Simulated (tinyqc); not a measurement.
# Thermionic-field emission through a Schottky barrier, WKB: what changes with what

Metal on an n-type semiconductor with one parabolic valley; V > 0 is forward bias (metal positive). Energies E are counted from the conduction edge of the neutral semiconductor, whose Fermi level lies at -xi; that of the metal lies at -xi - V. The barrier is a parabola of height Vd = phi - xi - V (depletion approximation, no image force).

Inputs (values chosen for the exercise); band and dielectric values close to those of gallium nitride:
```
symbol,value,unit,meaning
T,200,K,temperature
me,0.196,m0,electron mass
eps_r,9.55,,relative permittivity
phi,1.31,eV,barrier height seen from the metal
Nd,2.7e19,cm^-3,donor density
```

Constants: q = 1.602176634e-19 C, kB = 1.380649e-23 J/K, eps0 = 8.8541878128e-12 F/m, hbar = 1.054571817e-34 J s, h = 6.62607015e-34 J s, m0 = 9.1093837015e-31 kg, Vt = kB T/q. Results are converted to the units shown.

Each table varies one quantity; the others keep the values above.

## Contact resistivity against doping

Nc = 2 (2 pi me m0 kB T/h^2)^1.5 (times 1e-6 for cm^-3); Nd = Nc F12(-xi/Vt), F12(x) = (2/sqrt(pi)) int_0^infinity sqrt(u)/(1 + exp(u - x)) du; E00 = (hbar/2) sqrt(Nd/(me m0 eps0 eps_r)) in SI units (volts). For E < Vd, ln T(E) = -(Vd/E00) [sqrt(1 - y) - y ln((1 + sqrt(1 - y))/sqrt(y))], y = E/Vd; T(E) = 1 above. J = A* T (q/kB) int_0^infinity T(E) N(E) dE, N = ln[(1 + exp((-xi - E)/Vt))/(1 + exp((-xi - V - E)/Vt))], A* = 4 pi q me m0 kB^2/h^3 (times 1e-4 for A/(cm^2 K^2)). The integral is converged to the digits shown; the share over the barrier is that of E > Vd, and 0 means below 1e-6 %. The contact resistivity is rho_c = 1/(dJ/dV) at V = 0, where N becomes V f/Vt with f = 1/(1 + exp((E + xi)/Vt)). The last column is the thermionic value Vt exp(phi/Vt)/(A* T^2). By a common rule of thumb, E00/Vt below 0.5 marks thermionic emission, 0.5 to 5 thermionic-field emission and above 5 field emission.

Contact resistivity against doping:

| Nd (cm^-3) | E00/Vt | rho_c (ohm cm^2) | thermionic rho_c (ohm cm^2) |
|---|---|---|---|
| 9.3e16 | 0.2401 | 6.855e23 | 1.874e25 |
| 2.1e17 | 0.3608 | 8.729e22 | 1.874e25 |
| 4.9e17 | 0.5512 | 1.506e21 | 1.874e25 |
| 1.1e18 | 0.8258 | 1.333e18 | 1.874e25 |
| 2.6e18 | 1.270 | 1.035e13 | 1.874e25 |
| 5.9e18 | 1.913 | 1.188e7 | 1.874e25 |
| 1.3e19 | 2.839 | 108.6 | 1.874e25 |
| 3.1e19 | 4.384 | 0.01033 | 1.874e25 |
| 7.1e19 | 6.635 | 2.484e-5 | 1.874e25 |

rho_c falls from 6.85e23 to 2.48e-5 ohm cm^2: 0.037 of the thermionic value in the first row (thermionic emission) and 1.3e-30 of it in the last (field emission). Between the last two rows ln rho_c changes by 1.34 eV for each unit of 1/E00, to be set beside phi = 1.31 eV of the rule rho_c ~ exp(phi/E00). Even in the first row most of the current tunnels through the thin top of the barrier.

## Current against forward bias

Same model as above.

n = (dV/d ln J)/Vt.

Current against forward bias:

| V (V) | J (A/cm^2) | share over the barrier (%) | mean E/Vd | n |
|---|---|---|---|---|
| 0.069 | 2.219 | 0 | 0.09728 | 3.182 |
| 0.199 | 14.62 | 0 | 0.1003 | 4.308 |
| 0.33 | 84.78 | 0 | 0.1099 | 4.338 |
| 0.46 | 479.7 | 0 | 0.1217 | 4.368 |
| 0.591 | 2714 | 0 | 0.1367 | 4.406 |
| 0.721 | 1.490e4 | 0 | 0.1562 | 4.457 |
| 0.852 | 8.090e4 | 0 | 0.1830 | 4.532 |
| 0.983 | 4.245e5 | 1.28e-6 | 0.2222 | 4.649 |

J rises from 2.22 to 4.24e5 A/cm^2, and n rises from 3.18 to 4.65. The Padovani-Stratton slope is (E00/Vt) coth(E00/Vt) = 4.09; the middle row is 7.6 % above it.

Range of the model: The depletion approximation, a parabolic band and the neglect of image-force lowering make these currents estimates at high doping.

Computed by the program tinyqc: `OMP_NUM_THREADS=1 python tinyqc.py 2640047 2640048 out.jsonl`, one thread of a shared Intel Xeon 2.30GHz, about 0.04 s for the whole run.
